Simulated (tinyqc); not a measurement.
# MOS inversion layer, Poisson-Schroedinger loop: effect of the sheet density of electrons

Electrons confined at an insulator interface at z = 0, treated as a hard wall; parabolic valleys, Hartree approximation, no image or exchange terms. The depletion charge lies far deeper than the electrons and gives a uniform field q Nd/(eps0 eps_r); the gate balances all charge. Energies are counted from the band edge at the interface.

Schroedinger equation -(C/mz) psi'' + (V0 + U) psi = E psi, C = hbar^2/(2 m0), psi(0) = 0, on a uniform mesh of 800 nodes with a far wall at 20 nm, 8 levels a set; V0 = q Nd z/(eps0 eps_r); dU/dz = q (Ns - integral of n from 0 to z)/(eps0 eps_r), U(0) = 0; N_k = g md m0 q Vt/(pi hbar^2) ln(1 + exp((EF - E_k)/Vt)), g the number of valleys of the set, sum N_k = Ns. Triangular well: E_k = a_k (C F^2/mz)^(1/3), a_1 = 2.338107, a_2 = 4.087949, C = hbar^2/(2 m0), F in eV/nm. Fang-Howard (all electrons in the lowest level of set A): b^3 = 6 (mz1/C) q (Nd + 11 Ns/32)/(eps0 eps_r), centroid 3/b, level C b^2/(4 mz1) + (3/b) q (Nd + 11 Ns/16)/(eps0 eps_r). The centroid adds 3.9 z_av/eps_r to an oxide-equivalent thickness. Shares under 0.0001 % are printed as 0.

Inputs (values chosen for the exercise); masses and permittivity close to those of 4H silicon carbide (0001):
```
symbol   value   unit                                     meaning
T          200      K                                 temperature
eps_r     9.79                              relative permittivity
mz1      0.334     m0  mass along z of valley set A (3 valley(s))
md1      0.413     m0    in-plane density-of-states mass of set A
Nd      1.3e12  cm^-2           sheet density of depletion charge
```

Constants: q = 1.602176634e-19 C, kB = 1.380649e-23 J/K, hbar = 1.054571817e-34 J s, m0 = 9.1093837015e-31 kg, Vt = kB T/q, eps0 = 8.8541878128e-14 F/cm where lengths are in cm, hbar^2/(2 m0) = 0.0380998212 eV nm^2. Results are converted to the units shown.

Effect of the sheet density of electrons:

| Ns (cm^-2) | A1 (meV) | A2 (meV) | EF (meV) | share of A1 (%) | share of A2 (%) | centroid z_av (nm) | added oxide equivalent (nm) | Fang-Howard centroid (nm) |
|---|---|---|---|---|---|---|---|---|
| 1e11 | 98.0 | 169 | 20.4 | 98.4 | 1.58 | 2.63 | 1.05 | 2.75 |
| 2.1e11 | 102 | 174 | 37.3 | 98.4 | 1.53 | 2.60 | 1.04 | 2.73 |
| 4.5e11 | 110 | 184 | 59.0 | 98.5 | 1.43 | 2.55 | 1.01 | 2.67 |
| 9.7e11 | 127 | 204 | 89.9 | 98.7 | 1.24 | 2.44 | 0.972 | 2.57 |
| 2.1e12 | 162 | 244 | 138 | 99.0 | 0.952 | 2.26 | 0.902 | 2.39 |
| 4.4e12 | 222 | 314 | 215 | 99.4 | 0.616 | 2.02 | 0.806 | 2.15 |
| 9.4e12 | 333 | 442 | 344 | 99.7 | 0.311 | 1.73 | 0.688 | 1.83 |
| 2e13 | 523 | 661 | 560 | 99.9 | 0.128 | 1.42 | 0.567 | 1.50 |

As Ns goes from 1e11 to 2e13, A1 rises from 98.0 to 523 meV, the share of A1 rises from 98.4 to 99.9 % and the centroid falls from 2.63 to 1.42 nm. A1 goes as Ns^(0.60) between the last two rows (a triangular well in the field of that charge alone gives 2/3). EF lies more than 2 meV above A1 for Ns = 9.4e12, 2e13. The Fang-Howard centroid is 4.7 % above the full one in the first row, where A1 holds 98.4 %, and 5.6 % above it in the last, where A1 holds 99.9 %.

tinyqc, about 0.2 s, one thread, Intel Xeon 2.30GHz (shared host): `OMP_NUM_THREADS=1 python tinyqc.py 2160074 2160075 out.jsonl`
